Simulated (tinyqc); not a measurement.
## Mass and degeneracy from charge and saturation current

Problem. At high drain voltage only states moving towards the drain are filled: I = gv (2 q^2/h) Vt ln(1 + exp eta) and n = (N0/2) F_(-1/2)(eta), N0 = gv sqrt(2 m kB T/pi)/hbar, F_(-1/2)(x) = (1/sqrt(pi)) int_0^infinity u^(-1/2)/(1 + exp(u - x)) du. Find eta and m.

Values chosen for this exercise:
```
symbol  value  unit            meaning
T         200     K        temperature
gv          2        valley degeneracy
```

Constants: q = 1.602176634e-19 C, kB = 1.380649e-23 J/K, hbar = 1.054571817e-34 J s, h = 6.62607015e-34 J s, m0 = 9.1093837015e-31 kg, Vt = kB T/q. Results are converted to the units shown.

n = 1.6971470e6 cm^-1
I = 3.5268991 uA

Answer. In one dimension the current holds no mass, so it gives eta directly; n then gives m.

eta = 1.010
m = 0.1880 m0

Program tinyqc, `OMP_NUM_THREADS=1 python tinyqc.py 2400069 2400070 out.jsonl`; Intel Xeon 2.30GHz, shared host, one thread, about 0.03 s.
